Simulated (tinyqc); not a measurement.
# Trap density from one capacitance

Question. Traps spread evenly through the insulator exchange electrons with the semiconductor by tunnelling, with tau(x) = t0 exp(2 ka x) at depth x from the interface. The admittance per area Y seen at depth x obeys dY/dx = -Y^2/(i w eps0 eox) + q Nb ln(1 + i w tau)/tau, with Y(0) = i w Cs and w = 2 pi f; the gate sees Y(tox) = G + i w C. Working variable y = Y/(i w), in uF/cm^2. Cox = eps0 eox/tox. Find Nb and G/w.

Parameters, values chosen for the exercise: relative permittivity of the insulator eox = 19.2; insulator thickness tox = 5 nm; semiconductor capacitance in accumulation Cs = 4.2 uF/cm^2; decay constant of the wave function in the insulator ka = 6.3 1/nm; time constant of a trap at the interface t0 = 1e-10 s; frequency f = 1e6 Hz.

Constants: q = 1.602176634e-19 C, eps0 = 8.8541878128e-14 F/cm where lengths are in cm. Results are converted to the units shown.

C = 1.9061788 uF/cm^2

Answer. C rises steadily with Nb, so one density matches; in practice ka and t0 must come from the frequency dependence.

Nb = 1.100e19 cm^-3 eV^-1
G/w = 0.005808 uF/cm^2

Program tinyqc, `OMP_NUM_THREADS=1 python tinyqc.py 2202191 2202192 out.jsonl`; Intel Xeon 2.30GHz, shared host, one thread, about 0.4 s.
